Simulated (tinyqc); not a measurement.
Changing the quartic constant b: one anharmonic mode: perturbation theory, self-consistent phonons and exact levels. Computed by tinyqc, a small Python program. Command: `OMP_NUM_THREADS=1 python tinyqc.py 3014223 3014224 out.jsonl scp sweep`. One thread of a shared host (Intel(R) Xeon(R) Processor @ 2.30GHz), about 0.05 s of CPU time with the checks.

V(x) = k x^2/2 + b x^4 for one coordinate x of mass M. A constant K > 0 gives hbar Omega = sqrt((hbar^2/u) K/M) with K in eV/angstrom^2 and M in u.

Inputs (values chosen for the exercise, for a model mode):

| quantity | value | unit |
|---|---|---|
| mode mass M | 97.3 | u |
| harmonic constant k | 3.75 | eV/angstrom^2 |
| temperature T | 34 | K |
| mixing | 0.4 | - |

Shape: single well.

Constants: hbar^2/u = 4.18015928e-03 eV angstrom^2; k_B = 8.617333262e-05 eV/K.

Method:
- Self-consistent phonon, centred at x = 0: K = k + 12 b <x^2>, <x^2> = (hbar Omega/(2K)) coth(hbar Omega/(2 k_B T)).
- Start at K = |k|; K(new) = K + mixing x (K_out - K), but at least K/20; stop when |K_out - K| < 1e-9 |k| or after 90 steps.
- Its free energy is F = k_B T ln[2 sinh(hbar Omega/(2 k_B T))] + (k - K)<x^2>/2 + 3 b <x^2>^2, an upper bound to the exact one.
- Basis: oscillator states n of the constant |k|, with x = s (a + a+), s^2 = hbar Omega/(2|k|); H = hbar Omega (n + 1/2) + (k - |k|) x^2/2 + b x^4, with exact matrix elements of x^2 and x^4.
- Exact values use 120 basis states: F = -k_B T ln sum exp(-E_n/(k_B T)), and <x^2> is the Boltzmann mean.

One run for each value:

| quartic constant b (eV/angstrom^4) | self-consistent quantum (meV) | E_1 - E_0 (meV) | self-consistent <x^2> (angstrom^2) | exact <x^2> (angstrom^2) |
|---|---|---|---|---|
| 11 | 13.06 | 13.05 | 0.001683 | 0.001683 |
| 20 | 13.34 | 13.32 | 0.001644 | 0.001646 |
| 37 | 13.83 | 13.78 | 0.001581 | 0.001585 |
| 71 | 14.68 | 14.57 | 0.001483 | 0.001491 |
| 130 | 15.89 | 15.71 | 0.001364 | 0.001377 |
| 250 | 17.81 | 17.49 | 0.001212 | 0.001230 |
| 470 | 20.41 | 19.91 | 0.001054 | 0.001077 |
| 890 | 23.94 | 23.20 | 0.000898 | 0.000922 |
| 1700 | 28.62 | 27.57 | 0.000751 | 0.000775 |

What does the table show, and why?

Over the rows, self-consistent quantum (meV) rises from 13.1 to 28.6 (exponent d ln y / d ln x 0.036 between the first rows and 0.28 between the last); E_1 - E_0 (meV) rises from 13.1 to 27.6 (exponent d ln y / d ln x 0.034 between the first rows and 0.27 between the last); self-consistent <x^2> (angstrom^2) falls from 0.00168 to 7.51e-4 (exponent d ln y / d ln x -0.039 between the first rows and -0.28 between the last). At the low end the exponent of self-consistent quantum is 0.04, close to 0: the mode is nearly harmonic. The self-consistent quantum is 1.00 times E_1 - E_0 in the first row and 1.04 in the last; it follows from the curvature averaged over the spread of x, not from the lowest spacing alone.

Extremes, crossings and ranges named in words are read from the listed rows.
